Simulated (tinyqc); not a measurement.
Inside a calculation. Model: p-n heterojunction, non-linear Poisson equation by Newton steps, Boltzmann statistics.

Program tinyqc, `OMP_NUM_THREADS=1 python tinyqc.py 2040014 2040015 out.jsonl`; Intel Xeon 2.30GHz, shared host, one thread, about 0.02 s. Printed values are rounded.

One dimension, material 1 (p-type) at x < 0 and material 2 (n-type) at x > 0. Band edges: Ec = -psi in material 1 and -psi + dEc in material 2, Ev = Ec - Eg. Flat quasi-Fermi levels: 0 for holes, +V for electrons. n = Nc F((EFn - Ec)/Vt), p = Nv F((Ev - EFp)/Vt), with F(eta) = exp(eta) (Boltzmann statistics); full ionisation, no interface charge, classical densities; the doping types are chosen for the exercise.

Inputs (values chosen for the exercise); band and dielectric values close to those of InAlAs and In0.53Ga0.47As:
```
symbol,value,unit,meaning
T,300,K,temperature
Eg1,1.48,eV,band gap of material 1
er1,12.2,,relative permittivity of material 1
Nc1,5.08e17,cm^-3,conduction-band density of states of material 1
Nv1,1.01e19,cm^-3,valence-band density of states of material 1
Eg2,0.753,eV,band gap of material 2
er2,13.8,,relative permittivity of material 2
Nc2,2.11e17,cm^-3,conduction-band density of states of material 2
Nv2,7.78e18,cm^-3,valence-band density of states of material 2
dEc,-0.49,eV,conduction-band offset Ec2 - Ec1
N1,1.1e16,cm^-3,acceptor density of material 1
N2,2.1e16,cm^-3,donor density of material 2
V,-2.4,V,bias of side 1 against side 2
```

Constants: q = 1.602176634e-19 C, kB = 1.380649e-23 J/K, Vt = kB T/q, eps0 = 8.8541878128e-14 F/cm where lengths are in cm. Results are converted to the units shown.

## Offsets and end potentials

dEv = Ev1 - Ev2 = Eg2 - Eg1 - dEc. Neutrality of the majority carriers far from the junction: Nv1 F((-psi_L - Eg1)/Vt) = N1 and Nc2 F((V + psi_R - dEc)/Vt) = N2. Total bending psi_R - psi_L.

dEv = -0.237 eV
psi_L = -1.30363 V
psi_R = 1.85035 V
psi_R - psi_L = 3.15398 V

The alignment is straddling (type I): dEc and dEv have the same sign.

## Permittivity of the intervals

x, node 0 to 11 (nm): -1050  -744  -514  -339  -206  -105  -29  29  111  227  390  620

er1 or er2; the interface lies midway in its interval, which gets the series value 2 er1 er2/(er1 + er2).

eps_r, interval 0 to 10: 12.2  12.2  12.2  12.2  12.2  12.2  12.9508  13.8  13.8  13.8  13.8

## Couplings between neighbouring nodes

a_i = eps0 eps_r/h_i for the interval from node i to i + 1, with h_i = x_(i+1) - x_i in cm.

coupling a_i, interval 0 to 10 (F/cm^2): 3.53010e-8  4.69657e-8  6.17263e-8  8.12189e-8  1.06952e-7  1.42133e-7  1.97704e-7  1.49010e-7  1.05334e-7  7.49618e-8  5.31251e-8

## Starting potential

material, node 0 to 11: 1  1  1  1  1  1  1  2  2  2  2  2

psi_L + (psi_R - psi_L)(1 + tanh(x/s))/2 on the inner nodes with s = 140 nm, psi_L and psi_R on the ends.

psi at the start, node 0 to 11 (V): -1.30363  -1.30355  -1.30159  -1.27895  -1.14569  -0.72826  -0.04871  0.59543  1.31421  1.73181  1.83840  1.85035

## Iteration 1: densities, residual and Jacobian diagonal

n_i = Nc F(a_n), a_n = (V - Ec_i)/Vt; p_i = Nv F(a_p), a_p = (Ec_i - Eg)/Vt; rho_i = p_i - n_i + C_i with C = -N1 or +N2; g_i = (n_i + p_i)/Vt. Box widths w_i = (h_(i-1) + h_i)/2 in cm. Residual F_i = a_i (psi_(i+1) - psi_i) - a_(i-1) (psi_i - psi_(i-1)) + q rho_i w_i; Jacobian: a_(i-1) and a_i beside the diagonal, b_i = -a_(i-1) - a_i - q g_i w_i on it. The two end nodes are fixed.

```
node    n (cm^-3)    p (cm^-3)
0     3.07370e-45       1.1e16
1     3.08279e-45   1.09676e16
2     3.32606e-45   1.01654e16
3     7.98269e-45   4.23550e15
4     1.38315e-42   2.44446e13
5     1.42360e-35    2.37502e6
6     3.71019e-24   9.11292e-6
7      1.73974e-5  1.01557e-12
8       2.06778e7  8.54454e-25
9      2.14204e14  8.24831e-32
10     1.32244e16  1.33604e-33
11         2.1e16  8.41345e-34
```

```
node  residual F (C/cm^2)  diagonal b (F/cm^2)
1            -4.97982e-11          -1.90390e-6
2             -1.40303e-9          -1.38444e-6
3             -7.26398e-9          -5.47187e-7
4              1.32471e-8          -1.89943e-7
5              3.63451e-8          -2.49085e-7
6              1.89536e-8          -3.39837e-7
7              3.30868e-9          -3.46714e-7
8             -2.98089e-8          -2.54344e-7
9              1.04595e-8          -1.98815e-7
10             1.71251e-8          -1.73856e-6
```

## Iteration 1: Newton step

Solve the tridiagonal system a_(i-1) d_(i-1) + b_i d_i + a_i d_(i+1) = -F_i for nodes 1 to 10, with d = 0 on fixed nodes. Each component d is damped to sign(d) Vt ln(1 + |d|/Vt) before it is added.

Newton step d, before damping, node 1 to 10 (V): 0.000016  0.001729  0.061493  0.502411  0.721709  0.631014  0.469943  0.234031  0.183295  0.017753
psi after iteration 1, node 0 to 11 (V): -1.30363  -1.30353  -1.29991  -1.24748  -1.06769  -0.64128  0.03493  0.67179  1.37388  1.78586  1.85191  1.85035

## Iteration 2: densities, residual and Jacobian diagonal

As before.

```
node    n (cm^-3)    p (cm^-3)
0     3.07370e-45       1.1e16
1     3.08476e-45   1.09606e16
2     3.54849e-45   9.52819e15
3     2.69706e-44   1.25361e15
4     2.82635e-41   1.19627e12
5     4.11661e-34      82132.4
6     9.42711e-23   3.58654e-7
7      3.33651e-4  5.29543e-14
8       2.07868e8  8.49974e-26
9      1.73295e15  1.01955e-32
10     2.23059e16  7.92087e-34
11         2.1e16  8.41345e-34
```

```
node  residual F (C/cm^2)  diagonal b (F/cm^2)
1            -2.58008e-12          -1.90274e-6
2             -1.70867e-9          -1.30447e-6
3             -1.26820e-8          -2.62592e-7
4              1.03847e-8          -1.88257e-7
5              3.49098e-8          -2.49085e-7
6              1.79911e-8          -3.39837e-7
7              2.25826e-9          -3.46714e-7
8             -2.79121e-8          -2.54344e-7
9              4.61813e-9          -3.30118e-7
10            -9.14577e-9          -2.84452e-6
```

## Iteration 2: Newton step

As before.

Newton step d, before damping, node 1 to 10 (V): 0.000078  0.003219  0.095641  0.462921  0.645110  0.536589  0.367572  0.128166  0.054481  -0.001779
psi after iteration 2, node 0 to 11 (V): -1.30363  -1.30346  -1.29688  -1.20748  -0.99170  -0.55710  0.11455  0.74217  1.42001  1.81517  1.85019  1.85035

## Course of the Newton iteration

Stop when the largest undamped |d| is below 1e-9 V, or after 80 iterations.

Course of the iteration:
```
iteration  largest |F| (C/cm^2)  largest |d| (V)  at node
1                       3.63e-8            0.722        5
2                       3.49e-8            0.645        5
3                       3.34e-8            0.593        5
4                       3.18e-8            0.527        5
5                       3.01e-8            0.450        5
6                       2.82e-8            0.375        5
7                       2.61e-8            0.304        5
8                       2.36e-8            0.238        5
9                       2.07e-8            0.178        5
10                      1.73e-8            0.125        5
11                      1.33e-8           0.0792        5
12                      8.72e-9           0.0430        5
13                      4.13e-9           0.0177        5
14                      1.04e-9          4.20e-3        5
15                     7.69e-11          3.09e-4        5
16                     4.55e-13          1.83e-6        5
17                     1.61e-17         6.47e-11        5
```

Converged in 17 iterations. Once the step is below 0.1 Vt, 2 more iteration(s) reach the threshold: near the solution the error is roughly squared each time.

## Band edges, densities and displacement

converged psi, node 0 to 11 (V): -1.30363  -1.30330  -1.29040  -1.04901  -0.53141  0.05446  0.60504  1.06060  1.50696  1.82218  1.84955  1.85035

Ec, Ev, n and p as defined; D = a_k (psi_(k+1) - psi_k) on the interval that holds the interface.

```
node   Ec (eV)   Ev (eV)    n (cm^-3)    p (cm^-3)
0      1.30363  -0.17637  3.07370e-45       1.1e16
1      1.30330  -0.17670  3.11287e-45   1.08616e16
2      1.29040  -0.18960  5.12727e-45   6.59428e15
3      1.04901  -0.43099  5.82085e-41   5.80855e11
4      0.53141  -0.94859  2.88647e-32      1171.35
5     -0.05446  -1.53446  2.00671e-22   1.68488e-7
6     -0.60504  -2.08504  3.56391e-13  9.48696e-17
7     -1.55060  -2.30360      1134.78  1.55697e-20
8     -1.99696  -2.74996   3.57688e10  4.93957e-28
9     -2.31218  -3.06518   7.06228e15  2.50178e-33
10    -2.33955  -3.09255   2.03617e16  8.67721e-34
11    -2.34035  -3.09335       2.1e16  8.41345e-34
```

D = 90.0645 nC/cm^2

## Check against the first integral

Exact first integral: on each side D^2/(2 eps0 er) = G, G = q [Vt (nI_j - nI_b) + Vt (pI_j - pI_b) - C (psi_j - psi_b)], with C = -N1 or +N2, b the neutral end of that side, and nI, pI the densities themselves. D is continuous, so er1 G1(psi_j) = er2 G2(psi_j) fixes psi_j. Ends from Nv1 F((-psi_L - Eg1)/Vt) = N1 and Nc2 F((V + psi_R - dEc)/Vt) = N2. D is counted positive when psi rises towards material 2.

psi_j = 0.842600 V
D = 89.8519 nC/cm^2
psi_j - psi_L = 2.14623 V
psi_R - psi_j = 1.00775 V
Ec1 - EFn at the interface = 1.55740 eV
Ec2 - EFn at the interface = 1.06740 eV

Material 1 takes 68.0 % of the bending. The 12-node mesh gave D = 90.06 nC/cm^2, 0.24 % above the exact value in size.
